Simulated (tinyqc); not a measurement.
Monte Carlo simulation of one carrier in a uniform electric field: one step, computed by the program tinyqc. Command: `OMP_NUM_THREADS=1 python tinyqc.py 3027639 3027640 out.jsonl mcfl walk`. One thread of a shared host (Intel(R) Xeon(R) Processor @ 2.30GHz), about 1 s of CPU time with the checks.

The force e F acts along +z. Flights end at the constant total rate Gamma; the part of Gamma that the real rates do not fill is self-scattering, which leaves k unchanged. One valley, no impurities; equivalent final valleys enter only through Z_f in the optical rate.

Task: Scattering event 1. Kane band: hbar^2 k^2/(2 m) = E (1 + alpha E), speed v = hbar k/(m (1 + 2 alpha E)), states per spin, volume and energy g(E) = m k (1 + 2 alpha E)/(2 pi^2 hbar^2); overlap factors are set to 1. Masses are multiplied by m_0 and all formulas are in SI units. Phonon occupation N_q = 1/(exp(hbar w/(k_B T)) - 1). Acoustic deformation potential (elastic, equipartition, absorption and emission together): 1/tau = 2 pi k_B T D_A^2 g(E)/(hbar rho v_l^2). Optical or intervalley deformation potential: 1/tau = (pi Z_f D_o^2/(rho w)) [N_q g(E + hbar w) + (N_q + 1) g(E - hbar w)], with g = 0 below the band edge. Choice: with cumulative rates in the order acoustic, absorption, emission, the process is the first whose sum exceeds r2 Gamma; if none, self-scattering. Final state: E' = E, E + hbar w or E - hbar w gives k'. Isotropic processes: cos(theta) = 1 - 2 r3 from the z axis, phi = 2 pi r4, k' (sin theta cos phi, sin theta sin phi, cos theta). Use row 1 of the random numbers.

Inputs (values chosen for the exercise, modelled on electrons in silicon):
```
quantity                                          value       unit
effective mass m                                  0.317        m_0
non-parabolicity alpha                             0.51       1/eV
density rho                                        2329     kg/m^3
sound velocity v_l                                 8930        m/s
acoustic deformation potential D_A                  9.9         eV
phonon energy hbar w                               58.8        meV
optical or intervalley deformation potential D_o      5  1e8 eV/cm
final valleys Z_f                                     5          -
lattice temperature T                               150          K
```

Crystal: non-polar. Band: Kane.

k at the end of the flight (1/nm): 0.2800000  -0.0320000  0.2678366

Random numbers (0.02 to 0.98, from up to 60 sets tried for early real events), one row a flight:
```
       r1      r2      r3      r4
1  0.6519  0.3184  0.3164  0.4423
2  0.3050  0.0330  0.2189  0.2257
3  0.4194  0.8808  0.3711  0.2818
4  0.8300  0.8511  0.9760  0.0558
5  0.7303  0.6000  0.3583  0.1717
6  0.7222  0.6048  0.6041  0.3520
7  0.8386  0.6617  0.5984  0.6643
```

Gamma = 23.35196 1e12/s

Constants: hbar = 1.054571817e-34 J s; m_0 = 9.1093837015e-31 kg; e = 1.602176634e-19 C; k_B = 1.380649e-23 J/K; hbar = 6.582119569e-16 eV s; k_B = 8.617333262e-05 eV/K.

Give: cumulative rates; r2 Gamma; process chosen; k after event 1, the start of the next flight.

Result:

cumulative rates (1e12/s): acoustic 0.87053, absorption 0.93041, emission 0.93041

r2 Gamma = 7.4353 1e12/s

Process chosen: self-scattering

k after event 1, the start of the next flight (1/nm): 0.28000  -0.03200  0.26784
